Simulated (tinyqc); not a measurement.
Inside a calculation. Model: bandgap voltage reference from two bipolar transistors.

Numbers from tinyqc (`OMP_NUM_THREADS=1 python tinyqc.py 2062201 2062202 out.jsonl`; about 0.03 s on one thread of a shared Intel Xeon 2.30GHz). Printed values are rounded.

Two transistors of area 1 and N carry the same current I. Is(T) = Is (T/T0)^eta exp[(Vg0 q/kB)(1/T0 - 1/T)], VBE1 = Vt ln(I/Is(T)) + I rb, VBE2 = Vt ln(I/(N Is(T))) + I rb/N. The amplifier forces I R1(T) = VBE1 - VBE2 + Vos, with R(T) = R (1 + tc (T - T0)) for both resistors, and the output is Vref = VBE1 + I R2(T). Base currents and the Early effect are neglected.

Parameters, values chosen for the exercise; values of the order met in silicon bipolar transistors: reference temperature T0 = 300 K; band-gap voltage extrapolated to 0 K Vg0 = 1.207 V; temperature exponent of the saturation current eta = 4; saturation current of the unit transistor at T0 Is = 5.2e-16 A; area ratio of the second transistor N = 8; resistor across which the difference of VBE falls, at T0 R1 = 5.7 kohm; temperature coefficient of both resistors tc = 1600 ppm/K; offset of the amplifier Vos = 0 mV; series resistance of the unit transistor rb = 0 ohm; output resistor at T0 R2 = 70.59 kohm; temperature T = 398 K.

Constants: q = 1.602176634e-19 C, kB = 1.380649e-23 J/K. Results are converted to the units shown.

## Operating point at the reference temperature

Vt = kB T/q; I = (Vt ln N + Vos)/(R1(T) - rb (1 - 1/N)). Evaluate at T = T0.

Vt = 0.0258520 V
I = 9.43118 uA
Is(T) = 5.2e-16 A
VBE1 = 0.610656 V
I R2 = 0.665747 V
Vref = 1.27640 V

## Operating point at another temperature

Vt = kB T/q; I = (Vt ln N + Vos)/(R1(T) - rb (1 - 1/N)).

Vt = 0.0342970 V
I = 10.8161 uA
Is(T) = 1.58419e-10 A
VBE1 = 0.381770 V
I R2 = 0.883224 V
Vref = 1.26499 V

From T0 to T, VBE1 changes by -229 mV and I R2 by 217 mV, which leaves -11.4 mV in Vref.

## Resistor for zero slope at T0, ideal case

With tc = 0, Vos = 0 and rb = 0 the current is proportional to T, dVBE/dT = (VBE - Vg0 - (eta - 1) Vt)/T, and Vref has zero slope at T0 when Vref = Vg0 + (eta - 1) Vt0. Find VBE1, its slope, that Vref, R2/R1 and the curvature d2Vref/dT2 = -(eta - 1) kB/(q T0).

VBE1 = 0.610656 V
dVBE/dT = -2.24633 mV/K
Vref = 1.28456 V
R2/R1 = 12.5359
curvature = -0.861733 uV/K^2
